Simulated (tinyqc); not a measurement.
Equation-of-state fits to an energy-volume table made by a known binding curve: one step, computed by the program tinyqc. Command: `OMP_NUM_THREADS=1 python tinyqc.py 3008662 3008663 out.jsonl eosfit walk`. One thread of a shared host (Intel(R) Xeon(R) Processor @ 2.30GHz), about 0.02 s of CPU time with the checks.

With x = (V/V_0)^(1/3), the energy per atom is E = D [m x^-n - n x^-m]/(n - m), so that B0 = D n m/(9 V_0) and B' = (n + m + 6)/3. B' = dB/dP at P = 0.

Task: Errors of the Birch-Murnaghan fit. Third-order Birch-Murnaghan is a cubic in u = V^(-2/3): fit it by linear least squares, find the minimum, and take B0 = V E''(V), B' = -1 - V E'''/E'' there. Errors are fitted minus exact, relative; the pressure at c V_0 uses P = (3 B0/2) (x^7 - x^5) [1 + (3/4)(B' - 4)(x^2 - 1)], x = (V0/V)^(1/3) with the fitted values.

Inputs (values chosen for the exercise, for a model crystal): true volume V_0 = 32.9 angstrom^3/atom; compression V/V_0 for the pressure test = 0.9.

Binding curve: Mie. Noise: none.

fitted B0 = 50.01098 GPa

exact B0 = 49.95371 GPa

fitted B' = 5.340098

exact B' = 5.333333

fitted V0 = 32.89970 angstrom^3

exact pressure at c V_0 = 6.983431 GPa

Give: error of B0; error of B'; fitted pressure at c V_0; error of that pressure.

Result:

error of B0 = 0.115 %

error of B' = 0.127 %

fitted pressure at c V_0 = 6.98 GPa

error of that pressure = -0.0265 %
